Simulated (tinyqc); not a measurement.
What each parameter does: strain-driven crossing of the Gamma and L valleys in a germanium-like crystal alloyed with tin.

Biaxial loads: e0 is the in-plane strain e_par and the normal is free. (001): e_perp = -2 (C12/C11) e_par; exx = eyy = e_par, ezz = e_perp, no shear. (111): e_perp = -(2 C11 + 4 C12 - 4 C44)/(C11 + 2 C12 + 4 C44) e_par; exx = eyy = ezz = (2 e_par + e_perp)/3 and exy = eyz = ezx = (e_perp - e_par)/3. (110): e_perp = -(C11 + 3 C12 - 2 C44)/(C11 + C12 + 2 C44) e_par; exx = eyy = (e_par + e_perp)/2, ezz = e_par, exy = (e_perp - e_par)/2, eyz = ezx = 0. Uniaxial loads: a stress along n, scaled so that n.e.n = e0, with exx = s11 sxx + s12 (syy + szz), exy = s44 sxy/2, s11 = (C11 + C12)/((C11 - C12)(C11 + 2 C12)), s12 = -C12/((C11 - C12)(C11 + 2 C12)), s44 = 1/C44.

Edges from the unstrained valence top: Gamma at Eg + ac tr(e); an L valley with unit axis u at EgL + aL tr(e) + XuL (u.e.u - tr(e)/3), u along [111], [1-1-1], [-11-1], [-1-11]; valence edges are the levels of the 6 x 6 matrix of X, Y, Z times spin with -Dso/3 + l exx + m (eyy + ezz) on the diagonal (cyclic), n exy off it, l = av + 2 b, m = av - b, n = sqrt(3) d. Spin-orbit term (Dso/3) L.sigma on X, Y, Z with (L_k)_ij = -i epsilon_kij: <X+|H|Y+> = -i Dso/3, <X+|H|Z-> = Dso/3, <Y+|H|Z-> = -i Dso/3, <Z+|H|X-> = -Dso/3, <Z+|H|Y-> = i Dso/3, <X-|H|Y-> = i Dso/3, and their conjugates; + and - are the spin along z.

With tin the unstrained gaps become E(y) = (1 - y) E + y EgS - CS y (1 - y); all other values are kept.

Inputs chosen for the exercise (near those of Ge, gaps at low temperature; the results hold for these values, not for the real material): Eg = 0.882 eV (gap at Gamma to the s-like level); EgL = 0.731 eV (gap to L); Dso = 0.292 eV (spin-orbit splitting); ac = -8.31 eV (conduction deformation potential); av = 1.25 eV (valence hydrostatic potential); b = -2.5 eV (tetragonal shear potential); d = -5.22 eV (trigonal shear potential); aL = -1.64 eV (hydrostatic potential of the L edge, Xd + Xu/3); XuL = 16.25 eV (uniaxial potential, L); y = 0.106 (tin fraction); EgS = (-0.363, 0.121) eV (Gamma and L gaps of the tin end); CS = (2.32, 0.85) eV (bowing of the Gamma and L gaps); C11 = 130.6 GPa; C12 = 47.4 GPa; C44 = 67.4 GPa; load = uniaxial [111] (kind of strain); e0 = -0.0118 (size of the strain).

Direct gap, Gamma minus the lowest L edge and the valence splitting.

One parameter was then changed.

Results before and after:

| case | direct gap (eV) | Gamma - L (meV) | valence splitting (meV) |
|---|---|---|---|
| base | 0.5572 | 146.4 | 92.0 |
| changed | 0.5557 | 146.4 | 92.0 |

Which of these changes was made? (a) e0 = -0.01357; (b) C12 = 40.29 GPa; (c) y = 0.1219; (d) Dso = 0.2482 eV; (e) av = 1.0625 eV; (f) b = -2.125 eV; (g) C44 = 77.51 GPa.

Answer: (e) av = 1.0625 eV. Of the candidates, run in turn, only this one gives the changed row.

All candidates:

| case | direct gap (eV) | Gamma - L (meV) | valence splitting (meV) |
|---|---|---|---|
| base | 0.5572 | 146.4 | 92.0 |
| Dso = 0.2482 eV | 0.5558 | 146.4 | 93.4 |
| C12 = 40.29 GPa | 0.5621 | 146.9 | 90.4 |
| C44 = 77.51 GPa | 0.5678 | 147.5 | 88.6 |
| av = 1.0625 eV | 0.5557 | 146.4 | 92.0 |
| e0 = -0.01357 | 0.5599 | 176.6 | 107.1 |
| y = 0.1219 | 0.5089 | 118.2 | 92.0 |
| b = -2.125 eV | 0.5572 | 146.4 | 92.0 |

Program tinyqc; command `OMP_NUM_THREADS=1 python tinyqc.py 1050122 1050123 out.jsonl`; about 0.01 s on one thread of a shared Intel(R) Xeon(R) Processor @ 2.30GHz.
